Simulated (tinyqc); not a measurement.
Phonon polaritons: single-oscillator infrared dielectric function of a polar cubic crystal. Computed by tinyqc, a small Python program. Command: `OMP_NUM_THREADS=1 python tinyqc.py 3018371 3018372 out.jsonl infrared walk`. One thread of a shared host (Intel(R) Xeon(R) Processor @ 2.30GHz), about 0.01 s of CPU time with the checks.

One ion pair, charges +Z* and -Z*, in a cell of volume Omega = a^3/4. Frequencies omega are given as wavenumbers (1/cm); eps_s is the static dielectric constant.

Inputs (values chosen for the exercise, modelled on gallium arsenide):

| quantity | value | unit |
|---|---|---|
| lattice constant a | 5.653 | angstrom |
| mass M_A | 69.72 | u |
| mass M_B | 74.92 | u |
| omega_TO | 269 | 1/cm |
| Born charge Z* | 2.12 | e |
| eps_inf | 10.6 | - |

Structure: zinc blende. Free carriers: absent.

Constants: nu for 1 eV/(angstrom^2 u) = 15.6333042 THz; 1 THz = 33.35640952 1/cm; e^2/(4 pi eps_0) = 14.39964548 eV angstrom.

Method. mu = M_A M_B/(M_A + M_B); ionic plasma term W^2 = 4 pi Z*^2 (e^2/(4 pi eps_0))/(Omega mu) in eV/(angstrom^2 u), turned into 1/cm by W = 15.6333042 x 33.35640952 x sqrt(W^2); omega_LO^2 = omega_TO^2 + W^2/eps_inf; eps_s = eps_inf + W^2/omega_TO^2; Szigeti charge 3 Z*/(eps_inf + 2); longitudinal (Callen) charge Z*/eps_inf. Transverse waves without damping obey Q^2 = omega^2 eps(omega), Q = wave vector/(2 pi) in 1/cm: eps_inf omega^4 - (eps_inf omega_LO^2 + Q^2) omega^2 + Q^2 omega_TO^2 = 0.

eps_s = 12.4739

omega_LO = 291.810 1/cm

Branches (1/cm):

| Q | lower branch | upper branch | Q/sqrt(eps_s) | Q/sqrt(eps_inf) |
|---|---|---|---|---|
| 95 | 26.88 | 292.0 | 26.9 | 29.2 |
| 290 | 81.49 | 294.0 | 82.1 | 89.1 |
| 570 | 155.62 | 302.6 | 161.4 | 175.1 |
| 950 | 228.35 | 343.7 | 269.0 | 291.8 |
| 1400 | 255.67 | 452.4 | 396.4 | 430.0 |
| 2400 | 265.43 | 747.1 | 679.5 | 737.2 |
| 4800 | 268.19 | 1478.8 | 1359.1 | 1474.3 |
| 9500 | 268.80 | 2920.1 | 2689.8 | 2917.9 |

What follows from these numbers?

The lower branch starts as light slowed by sqrt(eps_s) (0.999 of that line) and ends at 0.999 omega_TO; the upper starts at 1.001 omega_LO and ends at 1.001 of the light line with eps_inf. No branch lies between omega_TO and omega_LO.
